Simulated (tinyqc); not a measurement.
Inside a calculation. Model: hydrogen passivation and dissociation of interface defects with a spread of activation energies. Computed by tinyqc, a small Python program that keeps every step. Command: `OMP_NUM_THREADS=1 python tinyqc.py 3002992 3002993 out.jsonl passivation walk`. One thread of a shared host (Intel(R) Xeon(R) Processor @ 2.30GHz), about 0.01 s of CPU time with the checks. Intermediate numbers are printed to about 5 digits and carried at full precision; extremes and crossings named in words are read from the listed rows.

Active defects P react as P + H2 -> HP + H and HP -> P + H; released atomic hydrogen is removed. All defects start active. Activation energies are normally distributed, independently for the two reactions.

Inputs (values chosen for the exercise, for a model interface):
```
quantity                        value    unit
defect density N_0            1.9e+12   cm^-2
mean passivation energy E_f      1.57      eV
spread s_f                      0.081      eV
prefactor k_f0                1.2e-08  cm^3/s
mean dissociation energy E_d     2.94      eV
spread s_d                      0.053      eV
prefactor k_d0                3.1e+13     1/s
dissolved hydrogen [H2]       1.1e+16   cm^-3
anneal temperature T              790       K
anneal time t                    2300       s
```

Ambient: hydrogen.

Constants: k_B = 8.617333262e-05 eV/K.

## Sites at the mean energies

a = k_f0 [H2] exp(-E_f/k_B T), b = k_d0 exp(-E_d/k_B T); the active share of one kind of site is b/(a + b) + (a/(a + b)) exp(-(a + b) t).

passivation rate a = 0.012730 1/s

dissociation rate b = 5.4417e-06 1/s

active share, single energy = 4.2730e-04

steady active share, single energy = 4.2730e-04

## A five-point average

Gauss-Hermite nodes for a unit normal variable, z = 0, +/-1.355626, +/-2.856970 with weights 0.533333, 0.222076, 0.011257; E_f + s_f z is varied at the mean E_d.

Nodes:
```
z            weight  energy (eV)  rate (1/s)  active share
-2.856970  0.011257       1.3386  3.8117e-01    1.4276e-05
-1.355626  0.222076       1.4602  6.3873e-02    8.5188e-05
0.000000   0.533333       1.5700  1.2730e-02    4.2730e-04
1.355626   0.222076       1.6798  2.5369e-03    5.0214e-03
2.856970   0.011257       1.8014  4.2512e-04    3.7941e-01
```

active share, five points = 0.0056331

## Average over the spread

Full average: z from -5 to 5 in steps of 0.125 with normalised weights exp(-z^2/2), energy = mean + spread x z, over both energies.

active share = 0.0065663

active defects = 1.2476e+10 cm^-2

The spread changes the active share from 4.27e-4 to 0.00657: sites that passivate slowly or dissociate easily weigh most in the average.

## Isochronal anneals

The formulas are those given above.

Same time, other temperatures:
```
T (K)     a (1/s)     b (1/s)  active share, single energy  active share, spread
450    3.4463e-10  3.6712e-20                   1.0000e+00            9.9999e-01
525    1.1200e-07  1.8561e-15                   9.9974e-01            9.9874e-01
600    8.5734e-06  6.2582e-12                   9.8047e-01            9.4564e-01
675    2.5028e-04  3.4700e-09                   5.6235e-01            5.1485e-01
750    3.7208e-03  5.4379e-07                   3.3788e-04            5.1894e-02
825    3.3863e-02  3.3996e-05                   1.0029e-03            2.8587e-03
900    2.1329e-01  1.0668e-03                   4.9769e-03            1.0421e-02
975    1.0121e+00  1.9701e-02                   1.9093e-02            3.3835e-02
1050   3.8451e+00  2.3987e-01                   5.8721e-02            8.7636e-02
1125   1.2226e+01  2.0929e+00                   1.4616e-01            1.8435e-01
```

The active share is lowest, 0.00286, at 825 K of those listed: below, passivation is too slow for this time, and above, dissociation competes. A single energy would promise 3.38e-4 (at 750 K), so among these rows the spread raises the floor by a factor 8.5.

## Isothermal kinetics

Times are decades about 1/(a + b) of the mean site. The last column is the part of the change still to come; rows stop once it is below 1e-5.

Against time:
```
t (s)  active share, single energy  active share, spread  unreacted part
0.08                    9.9898e-01            9.9794e-01      9.9794e-01
0.8                     9.8987e-01            9.8013e-01      9.8011e-01
8                       9.0318e-01            8.4419e-01      8.4401e-01
80                      3.6130e-01            3.8362e-01      3.8290e-01
800                     4.6490e-04            3.6391e-02      3.5268e-02
8000                    4.2730e-04            1.4397e-03      2.7521e-04
```

A single energy finishes within about two decades of time. With the spread the unreacted part is 0.98 at 0.8 s and still 0.035 at 800 s, where one energy leaves 3.8e-5: a width of s/k_B T = 1.19 in ln(rate) stretches the decay markedly.

Checks made by the program: the average on a grid twice as fine (relative difference 6e-06).
